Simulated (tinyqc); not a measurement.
# Sheet resistance and contact resistivity from two gaps

Question. A circular structure with r0 >> Lt has R = (Rsh/2 pi) [Lt (1/r0 + 1/r1) + ln(r1/r0)], r1 = r0 + sp, Lt = sqrt(rc/Rsh). Find Rsh, Lt and rc.

Values chosen for this exercise:
```
symbol  value  unit                      meaning
r0       0.43    um  radius of the inner contact
```

R at sp = 0.086 and 0.39 um (ohm): [3.6088797, 6.2237427]

Solution. R is linear in Rsh and Rsh Lt, so two gaps give both.

Rsh = 41.0 ohm/sq
Lt = 0.0870 um
rc = 3.10e-9 ohm cm^2

tinyqc, about 0.01 s, one thread, Intel Xeon 2.30GHz (shared host): `OMP_NUM_THREADS=1 python tinyqc.py 2760075 2760076 out.jsonl`
